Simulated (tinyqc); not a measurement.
Double-gate transistor, scale length and short-channel effects: one step of the calculation.

A body of thickness ts between two insulators of thickness ti and two tied gates. Below threshold the potential that source and drain add obeys Laplace's equation and vanishes on the gate. Its lowest mode decays along the channel as exp(-k y); k is the smallest positive root of the matching condition at the interface, and the scale length is Lambda = pi/k.

Task. Decay constant by Newton steps. f(k) = ei cos(k ti) cos(k ts/2) - eps_r sin(k ti) sin(k ts/2); f' by a central difference with +/- 1e-5 1/nm; k(new) = k - f/f'.

Parameters, values chosen for the exercise; permittivities: semiconductor close to that of In0.53Ga0.47As, insulator close to that of hafnium oxide: relative permittivity of the semiconductor eps_r = 13.7; relative permittivity of the insulator ei = 22.7; insulator thickness ti = 3.5 nm; body thickness ts = 11.6 nm.

k after iteration 1 = 0.19192027 1/nm

Find: f; f'; k after iteration 2.

Result.

f = 0.20242
f' = -169.82 nm
k after iteration 2 = 0.19311 1/nm

Program tinyqc, `OMP_NUM_THREADS=1 python tinyqc.py 2420070 2420071 out.jsonl`; Intel Xeon 2.30GHz, shared host, one thread, about 0.01 s.
